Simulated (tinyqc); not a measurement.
## Both saturation currents from two open-circuit voltages

Problem. Without shunt, at open circuit JL = J01 (exp(Voc/Vt) - 1) + J02 (exp(Voc/(2 Vt)) - 1). Find J01, J02 and the mean ideality (Voc2 - Voc1)/(Vt ln(JL2/JL1)).

Inputs (values chosen for the exercise): temperature T = 273 K.

Constants: q = 1.602176634e-19 C, kB = 1.380649e-23 J/K, Vt = kB T/q. Results are converted to the units shown.

photocurrents (mA/cm^2): 24.7  1.235
Voc (V): 1.0918077  0.99978467

Solution. The relation is linear in J01 and J02, so two light levels give two equations; series resistance plays no part at open circuit.

J01 = 1.30e-22 A/cm^2
J02 = 5.10e-13 A/cm^2
mean ideality = 1.31

tinyqc, about 0.01 s, one thread, Intel Xeon 2.30GHz (shared host): `OMP_NUM_THREADS=1 python tinyqc.py 2280127 2280128 out.jsonl`
